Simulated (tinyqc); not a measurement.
p-i-n junction, non-linear Poisson equation by Newton steps: two steps of the calculation.

One dimension, p side on the left, n side on the right; net doping C = -Na for x < 0, 0 for 0 < x < Li and +Nd beyond. The potential psi is counted from the intrinsic level, and the quasi-Fermi potentials are flat: 0 for holes and -V for electrons, so n = ni exp((psi + V)/Vt) and p = ni exp(-psi/Vt) (Boltzmann statistics, full ionisation, no current).

Parameters, values chosen for the exercise; band and dielectric values close to those of germanium:
```
symbol    value   unit                                 meaning
T           250      K                             temperature
Eg        0.655     eV                                band gap
eps_r      16.3                          relative permittivity
Nc      7.84e18  cm^-3  conduction-band density of states at T
Nv      4.53e18  cm^-3     valence-band density of states at T
Na       2.2e18  cm^-3          acceptor density of the p side
Nd       5.7e16  cm^-3             donor density of the n side
V             0      V   bias of the p side against the n side
```

Constants: q = 1.602176634e-19 C, kB = 1.380649e-23 J/K, Vt = kB T/q, eps0 = 8.8541878128e-14 F/cm where lengths are in cm. Results are converted to the units shown.

Problem 1. Intrinsic density, end potentials and Debye lengths. ni = sqrt(Nc Nv) exp(-Eg/(2 Vt)), Eg in volts; psi_p = -Vt ln(Na/ni), psi_n = Vt ln(Nd/ni) - V; Debye length sqrt(eps0 eps_r Vt/(q N)).

Give: ni; psi_p; psi_n; Debye length, p side; Debye length, n side.

Solution 1.

ni = 1.490e12 cm^-3
psi_p = -0.3060 V
psi_n = 0.2273 V
Debye length, p side = 2.970 nm
Debye length, n side = 18.45 nm

Problem 2. Densities, residual and Jacobian diagonal. n_i = ni exp((psi_i + V)/Vt), p_i = ni exp(-psi_i/Vt), rho_i = p_i - n_i + C_i, g_i = (n_i + p_i)/Vt. Box widths w_i = (h_(i-1) + h_i)/2 in cm. Residual F_i = a_i (psi_(i+1) - psi_i) - a_(i-1) (psi_i - psi_(i-1)) + q rho_i w_i; Jacobian: a_(i-1) and a_i beside the diagonal, b_i = -a_(i-1) - a_i - q g_i w_i on it. The two end nodes are fixed.

```
node  x (nm)  psi after iteration 1 (V)  net doping C (cm^-3)
0      -25.8                -0.30603157               -2.2e18
1      -20.4                -0.30600081               -2.2e18
2      -15.6                -0.30588846               -2.2e18
3      -11.3                -0.30547568               -2.2e18
4      -7.56                -0.30422190               -2.2e18
5      -4.24                -0.30107587               -2.2e18
6       -1.3                -0.29306282               -2.2e18
7        1.3                -0.27483134                     0
8       6.18                -0.24813699                     0
9       15.3                -0.19739747                     0
10      32.5                -0.09711264                     0
11      64.7                 0.05789131                     0
12       125                 0.20625678                     0
13       239                 0.22671153                5.7e16
14       451                 0.22733030                5.7e16
```

coupling a_i, interval 0 to 13 (F/cm^2): 2.6726530e-6  3.0067346e-6  3.3563549e-6  3.8589107e-6  4.3470862e-6  4.9089545e-6  5.5508947e-6  2.9574439e-6  1.5824919e-6  8.3908873e-7  4.4820889e-7  2.3934206e-7  1.2659935e-7  6.8077010e-8
ni = 1.4896962e12 cm^-3

Wanted: n; p; residual F; diagonal b.

Solution 2.

```
node  n (cm^-3)  p (cm^-3)
0      1.0087e6  2.2000e18
1      1.0102e6  2.1969e18
2      1.0154e6  2.1854e18
3      1.0351e6  2.1440e18
4      1.0971e6  2.0227e18
5      1.2696e6  1.7479e18
6      1.8417e6  1.2050e18
7      4.2928e6  5.1696e17
8      1.4821e7  1.4973e17
9      1.5622e8  1.4205e16
10    1.6421e10  1.3515e14
11    2.1884e13  1.0141e11
12    2.1431e16   1.0355e8
13    5.5386e16   4.0068e7
14    5.7000e16   3.8933e7
```

```
node  residual F (1e-8 C/cm^2)  diagonal b (F/cm^2)
1                      -0.0001           -1.4012e-5
2                      -0.0014           -1.3758e-5
3                      -0.0157           -1.3625e-5
4                      -0.1187           -1.3516e-5
5                       0.2988           -1.3325e-5
6                       1.7707           -1.2942e-5
7                       0.8723           -9.9462e-6
8                       1.8141           -5.3194e-6
9                       0.6848           -2.5606e-6
10                     -1.4620           -1.2898e-6
11                     -3.3980           -6.8831e-7
12                     -6.2845           -1.7550e-6
13                      0.1667           -6.9088e-6
```

Numbers from tinyqc (`OMP_NUM_THREADS=1 python tinyqc.py 2000041 2000042 out.jsonl`; about 0.03 s on one thread of a shared Intel Xeon 2.30GHz).
